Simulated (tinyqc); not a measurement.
## Trap density from the barrier height

Problem. In a partly depleted grain with all boundary traps filled, 2 N W = Qt and VB = q N W^2/(2 eps0 eps_r). Find Qt, W and the doping at which VB would equal Vt.

Inputs (values chosen for the exercise): temperature T = 300 K; relative permittivity eps_r = 11.7.

Constants: q = 1.602176634e-19 C, kB = 1.380649e-23 J/K, Vt = kB T/q, eps0 = 8.8541878128e-14 F/cm where lengths are in cm. Results are converted to the units shown.

doping = 3.6e17 cm^-3
barrier height = 0.15519623 V

Answer. Eliminating W gives VB = q Qt^2/(8 eps0 eps_r N), which falls as 1/N.

Qt = 1.700e12 cm^-2
W = 23.61 nm
doping for VB = Vt = 2.161e18 cm^-3

tinyqc, about 0.01 s, one thread, Intel Xeon 2.30GHz (shared host): `OMP_NUM_THREADS=1 python tinyqc.py 2830232 2830233 out.jsonl`
